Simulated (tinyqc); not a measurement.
Blur against noise: chemically amplified photoresist: aerial image, acid generation, bake, development and line width. Computed by tinyqc, a small Python program. Command: `OMP_NUM_THREADS=1 python tinyqc.py 3030692 3030693 out.jsonl resist walk`. One thread of a shared host (Intel(R) Xeon(R) Processor @ 2.30GHz), about 0.02 s of CPU time with the checks.

Lines and spaces of pitch p with a two-beam-like image; x = 0 is the middle of the bright space. The resist is positive and treated as uniform in depth.

Inputs (values chosen for the exercise, for a model resist at 193 nm):

| quantity | value | unit |
|---|---|---|
| pitch p | 120 | nm |
| image contrast c | 0.68 | - |
| mean dose E | 12.7 | mJ/cm^2 |
| Dill parameter C | 0.043 | cm^2/mJ |
| bake time t | 90 | s |
| photon energy | 6.42 | eV |
| absorption coefficient alpha | 0.41 | 1/um |

Method:
- Dose E(x) = E [1 + c cos(2 pi x/p)]; acid h = 1 - exp(-C E(x)).
- Bake: the acid image is blurred by a Gaussian of variance sigma^2 = 2 D t (each Fourier term k of h, taken on 64 points, is multiplied by exp(-4 pi^2 k^2 D t/p^2)).
- For each sigma the edge is held at x = p/4; N is taken at the mean dose; edge noise = (dh/d ln E)/(sqrt(N V) |dh/dx|), both derivatives taken of the blurred acid, V = (2 sqrt(pi) sigma)^3, N = E alpha/(photon energy), 1 mJ/cm^2 = 62.41509 eV/nm^2.

Trade-off:

| sigma/p | sigma (nm) | blur factor | photons in V | edge noise (nm) |
|---|---|---|---|---|
| 0.02 | 2.4 | 0.99214 | 3.1174e+01 | 5.0504 |
| 0.04 | 4.8 | 0.96891 | 2.4939e+02 | 1.8085 |
| 0.07 | 8.4 | 0.90781 | 1.3366e+03 | 0.8135 |
| 0.10 | 12.0 | 0.82087 | 3.8967e+03 | 0.5132 |
| 0.14 | 16.8 | 0.67917 | 1.0693e+04 | 0.3645 |
| 0.18 | 21.6 | 0.52753 | 2.2726e+04 | 0.3172 |
| 0.22 | 26.4 | 0.38467 | 4.1492e+04 | 0.3201 |
| 0.27 | 32.4 | 0.23717 | 7.6699e+04 | 0.3811 |
| 0.33 | 39.6 | 0.11653 | 1.4004e+05 | 0.5738 |

What does the comparison show, and why?

The noise is least near sigma/p = 0.18 among these rows. More diffusion averages over more photons (noise falls as sigma^(-3/2)) until it erases the image slope (factor exp(-2 pi^2 sigma^2/p^2)); for a pure cosine the two balance at sigma/p = sqrt(3/8)/pi = 0.195. Caution: for a film thinner than the blur the noise falls as 1/sigma only, and the optimum moves to sigma/p = 1/(2 pi) = 0.159.

Extremes, crossings and ranges named in words are read from the listed rows.
